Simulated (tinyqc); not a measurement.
One-sided p+-n junction, ionisation integral and breakdown: one step of the calculation.

A p+ layer at x < 0 and an n drift layer from x = 0. Depletion approximation, built-in voltage neglected. Local ionisation coefficients alpha_n = an exp(-(bn/E)^mx), alpha_p = ap exp(-(bp/E)^mx). Electrons move towards +x, holes towards x = 0.

Task. Ionisation integrals by the trapezoid rule. G(x) = integral from 0 to x of (alpha_n - alpha_p); I_n = integral of alpha_n exp(-G) (electrons injected at x = 0), I_p = integral of alpha_p exp(G(end) - G) (holes injected at the far edge); M = 1/(1 - I). All integrals by the trapezoid rule on the grid.

```
point,x (um),alpha_n (1/cm),alpha_p (1/cm)
0,0.0000000,13540.076,3203.3861
1,0.1580777,11697.423,2548.4683
2,0.3161554,9992.4578,1992.0875
3,0.4742330,8429.0960,1526.7921
4,0.6323107,7010.2269,1144.5217
5,0.7903884,5737.4956,836.72946
6,0.9484661,4611.0803,594.53701
7,1.1065438,3629.4685,408.92043
8,1.2646215,2789.2499,270.92227
9,1.4226991,2084.9439,171.88192
10,1.5807768,1508.8903,103.67129
11,1.7388545,1051.2330,58.918927
12,1.8969322,700.03611,31.201517
13,2.0550099,441.56854,15.180499
14,2.2130876,260.78757,6.6634302
```

Wanted: G; alpha_n exp(-G); I_n; I_p; M_n; M_p.

Result.

```
point,G,alpha_n exp(-G) (1e4 1/cm)
0,0.0000,1.354
1,0.1540,1.003
2,0.2896,0.748
3,0.4073,0.561
4,0.5083,0.422
5,0.5934,0.317
6,0.6638,0.237
7,0.7210,0.176
8,0.7664,0.130
9,0.8014,0.094
10,0.8277,0.066
11,0.8466,0.045
12,0.8597,0.030
13,0.8684,0.019
14,0.8738,0.011
```

I_n = 0.7159
I_p = 0.3122
M_n = 3.520
M_p = 1.454

Program tinyqc, `OMP_NUM_THREADS=1 python tinyqc.py 2120114 2120115 out.jsonl`; Intel Xeon 2.30GHz, shared host, one thread, about 0.05 s.
